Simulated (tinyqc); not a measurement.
What each parameter does: core-shell quantum dot (spherical envelope functions).

Parabolic bands; strain and other valleys are left out. s states, u = r psi, hard wall at R + H, c = hbar^2/2m0, energies from the band edges of the core. Core: u = sin(k1 r)/k1, k1 = sqrt(m1 E/c). At R, psi and psi'/m are continuous, so u is continuous and its slope in the shell is s = u/R + (m2/m1)(u' - u/R). Shell: u(R + x) = u(R) cos(k2 x) + s sin(k2 x)/k2, k2 = sqrt(m2 (E - V)/c); for negative arguments the functions turn into sinh and cosh. A level has u(R + H) = 0.

Overlap = (integral of u_e u_h)^2 with normalised u. Coulomb integrals J_ab = (q/eps) double integral of u_a(r)^2 u_b(s)^2/max(r, s), q = e^2/(4 pi eps0), one eps everywhere. Exciton E = Eg + E_e + E_h - J_eh; first-order biexciton shift J_ee + J_hh - 2 J_eh (positive: repulsive).

Constants: hbar^2/2m0 = 3.80998211 eV angstrom^2; e^2/(4 pi eps0) = 14.39964547 eV angstrom; hc = 1239.841984 eV nm.

Parameters, chosen for this exercise (near those of an InP/GaP core-shell dot; the results hold for these values, not for the real material):
- R = 31 angstrom (core radius)
- H = 21 angstrom (shell thickness)
- Vc = 0.386 eV (conduction edge of the shell above that of the core)
- Vv = 0.293 eV (hole barrier of the shell)
- me1 = 0.082 m0 (electron, core)
- me2 = 0.131 m0 (electron, shell)
- mh1 = 0.44 m0 (hole, core)
- mh2 = 0.496 m0 (hole, shell)
- Eg = 1.339 eV (gap of the core)
- eps = 10.2 (dielectric constant)

All quantities anew.

One parameter was then changed.

Results before and after:
```
case     E (eV)  overlap  electron in core  biexciton shift (meV)
base      1.555    0.913             0.828                    2.1
changed   1.538    0.906             0.825                    2.4
```

Which of these changes was made? (a) Vc = 0.486 eV; (b) H = 26 angstrom; (c) R = 34 angstrom; (d) eps = 11.7; (e) Vv = 0.22 eV; (f) me2 = 0.164 m0; (g) mh1 = 0.352 m0.

Answer: (f) me2 = 0.164 m0. Of the candidates, run in turn, only this one gives the changed row.

All candidates:
```
case             E (eV)  overlap  electron in core  biexciton shift (meV)
base              1.555    0.913             0.828                    2.1
R = 34 angstrom   1.526    0.922             0.857                    1.7
H = 26 angstrom   1.552    0.901             0.812                    2.4
Vc = 0.486 eV     1.570    0.937             0.857                    1.5
Vv = 0.22 eV      1.553    0.939             0.828                    1.5
me2 = 0.164 m0    1.538    0.906             0.825                    2.4
mh1 = 0.352 m0    1.565    0.940             0.828                    1.3
eps = 11.7        1.563    0.913             0.828                    1.8
```

(tinyqc, `OMP_NUM_THREADS=1 python tinyqc.py 1251183 1251184 out.jsonl`, Intel(R) Xeon(R) Processor @ 2.30GHz, 1 thread, shared host, about 0.05 s.)
